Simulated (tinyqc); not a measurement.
# Probe couplings from its potential

Inverse problem. One voltage probe p sits between leads L (mu = 1) and R (mu = 0) without magnetic field: mu_p = T_pL/(T_pL + T_pR), T_eff = T_RL + T_pL T_pR/(T_pL + T_pR). Find T_pL and T_pR.

T_RL = 0.2
mu_p = 0.79411765
T_eff = 0.25558824

Answer. T_eff - T_RL equals T_pL (1 - mu_p) and also T_pR mu_p.

T_pL = 0.270
T_pR = 0.0700

Program tinyqc, `OMP_NUM_THREADS=1 python tinyqc.py 2700024 2700025 out.jsonl`; Intel Xeon 2.30GHz, shared host, one thread, about 0.01 s.
